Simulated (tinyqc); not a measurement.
# Resonant-tunnelling diode, transfer matrices and Tsu-Esaki current: effect of the collector barrier

Emitter (band edge 0), barrier d1, well Lw, barrier d2, collector (edge -V). The bias drops linearly over these layers and none in the contacts; each layer is cut into ns equal slices, flat at the value of their centres. E is the energy of motion across the layers, C = hbar^2/(2 m0), psi and psi'/m are continuous. Transport is coherent, T(E) is taken as independent of the transverse momentum, and charge in the well is ignored.

For the pair (psi, psi'/m) a flat layer has M = [[cos kd, (m/k) sin kd], [-(k/m) sin kd, cos kd]] with k = sqrt(m (E - U)/C) above its edge U, and M = [[cosh Kd, (m/K) sinh Kd], [(K/m) sinh Kd, cosh Kd]] with K = sqrt(m (U - E)/C) below it. Later slices stand to the left. With M acting on (psi, psi'/m) and v = k/m in each lead, T(E) = 4 vL vR/[(vL vR M12 - M21)^2 + (vR M11 + vL M22)^2]. J = J0 times the integral over E > 0 of T(E) N(E), N = ln[(1 + exp((Ef - E)/Vt))/(1 + exp((Ef - V - E)/Vt))], J0 = q^2 mw m0 kB T/(2 pi^2 hbar^3) (times 1e-4 for A/cm^2 per eV). The integral is converged to the digits shown. The resonance is the first maximum of T(E) for E > 0, G its full width at half maximum.

Values chosen for this exercise; masses and offsets of a made-up heterostructure: temperature T = 300 K; mass in the well, spacer and contacts mw = 0.058 m0; barrier height U1 = 0.27 eV; barrier mass m1 = 0.13 m0; emitter barrier d1 = 2.7 nm; well width Lw = 7.3 nm; slices in each layer ns = 1; Fermi energy of both contacts above their band edges Ef = 0.039 eV; bias of the collector V = 0.03 V.

Constants: q = 1.602176634e-19 C, kB = 1.380649e-23 J/K, hbar = 1.054571817e-34 J s, m0 = 9.1093837015e-31 kg, Vt = kB T/q, hbar^2/(2 m0) = 0.0380998212 eV nm^2. Results are converted to the units shown.

Results:
```
d2 (nm)	Er (eV)	Tp	G (meV)	J (kA/cm^2)
1.6	0.02964	0.3259	4.096	27.37
2.1	0.03050	0.6153	1.943	24.37
2.6	0.03120	0.9182	1.043	19.36
3.6	0.03234	0.7389	0.5023	7.525
4.1	0.03283	0.4250	0.4352	3.832
4.6	0.03328	0.2088	0.4080	1.837
```

Estimate the missing row, d2 = 3.1 nm.

Computed row:
```
d2 (nm)	Er (eV)	Tp	G (meV)	J (kA/cm^2)
3.1	0.03180	0.9819	0.6630	13.11
```

With this row back in the table: As d2 grows from 1.6 to 4.6 nm, G falls from 4.10 to 0.408 meV, Tp goes from 0.326 through a maximum of 0.982 (at d2 = 3.1 nm among the rows listed) to 0.209, and J falls from 27.4 to 1.84 kA/cm^2. The product G Tp changes by a factor of 0.0638 and J by 0.0671; the rest comes from the shift of Er (0.0296 to 0.0333 eV) against the supply function and from current off resonance.

Numbers from tinyqc (`OMP_NUM_THREADS=1 python tinyqc.py 2600012 2600013 out.jsonl`; about 0.1 s on one thread of a shared Intel Xeon 2.30GHz).
